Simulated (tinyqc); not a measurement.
# From active density A back to total dopant density N

Model: dopants and charged point defects at anneal temperature: Fermi-level effect, clustering and pairing. Computed by tinyqc, a small Python program. Command: `OMP_NUM_THREADS=1 python tinyqc.py 3009242 3009243 out.jsonl pairing inv`. One thread of a shared host (Intel(R) Xeon(R) Processor @ 2.30GHz), about 0.04 s of CPU time with the checks.

Boltzmann statistics and full ionisation of active dopants. Energies are counted from the valence band; the defect (a vacancy or self-interstitial) has five charge states, with all degeneracy factors one.

Inputs (values chosen for the exercise, for a model semiconductor):

| quantity | value | unit |
|---|---|---|
| gap at 0 K E_g0 | 1.3 | eV |
| Varshni alpha | 0.000562 | eV/K |
| Varshni beta | 254 | K |
| electron mass m_e | 0.068 | m_0 |
| valleys M_c | 1 | - |
| hole mass m_h | 0.379 | m_0 |
| anneal temperature T | 940 | K |
| site density N_s | 2.4e+22 | cm^-3 |
| dopant atoms per cluster k | 3 | - |
| cluster binding energy E_b | 1.18 | eV |

Dopant: acceptor. Second part: clustering of the dopant.

Constants: m_0 = 9.1093837015e-31 kg; k_B = 1.380649e-23 J/K; h = 6.62607015e-34 J s; k_B = 8.617333262e-05 eV/K.

Method:
- E_g = E_g0 - alpha T^2/(T + beta).
- N_c = 2 M_c (2 pi m_e k_B T/h^2)^(3/2) and N_v = 2 (2 pi m_h k_B T/h^2)^(3/2), masses in units of m_0.
- n_i = sqrt(N_c N_v) exp(-E_g/2 k_B T); E_i = E_g/2 + (k_B T/2) ln(N_v/N_c).
- p = A/2 + sqrt(A^2/4 + n_i^2) for an active density A.
- k ionised dopants and k carriers form one neutral cluster: C = N_s (A/N_s)^k (p/N_b)^k exp(E_b/k_B T), N_b the effective density of states of the majority band, and N = A + k C (60 bisections in ln A between ln N - 90 and ln N).

Task: A run gave the result below. Find the total dopant density N, known to lie between 2.2e+18 and 7.6e+18 cm^-3.

active density A = 3.83098e+18 cm^-3

Result:

Each step takes the trial c = (a f_b - b f_a)/(f_b - f_a), f being the result less the target and a, b, c the logarithms of the listed values; c replaces end b, the old b replaces a if the sign of f changed, and otherwise f_a is halved.

Scan of the range:

| total dopant density N (cm^-3) | active density A (cm^-3) |
|---|---|
| 2.20e+18 | 2.19996e+18 |
| 2.70e+18 | 2.69987e+18 |
| 3.33e+18 | 3.32956e+18 |
| 4.09e+18 | 4.08849e+18 |
| 5.03e+18 | 5.02481e+18 |
| 6.18e+18 | 6.16233e+18 |
| 7.60e+18 | 7.54069e+18 |

False position (Illinois rule, in the logarithm of the input) inside the bracket:

| step | end a | end b | trial | active density A (cm^-3) |
|---|---|---|---|---|
| 1 | 3.33000e+18 | 4.09000e+18 | 3.81443e+18 | 3.81344e+18 |
| 2 | 4.09000e+18 | 3.81443e+18 | 3.83144e+18 | 3.83042e+18 |
| 3 | 4.09000e+18 | 3.83144e+18 | 3.83252e+18 | 3.83150e+18 |
| 4 | 3.83144e+18 | 3.83252e+18 | 3.83200e+18 | 3.83098e+18 |
| 5 | 3.83252e+18 | 3.83200e+18 | 3.83200e+18 | 3.83098e+18 |

Active density A rises at every point of a 13-point scan of the range (every second point is shown), so one value fits; it is bracketed by 3.33e18 and 4.09e18. Answer: total dopant density N = 3.832e18 cm^-3.
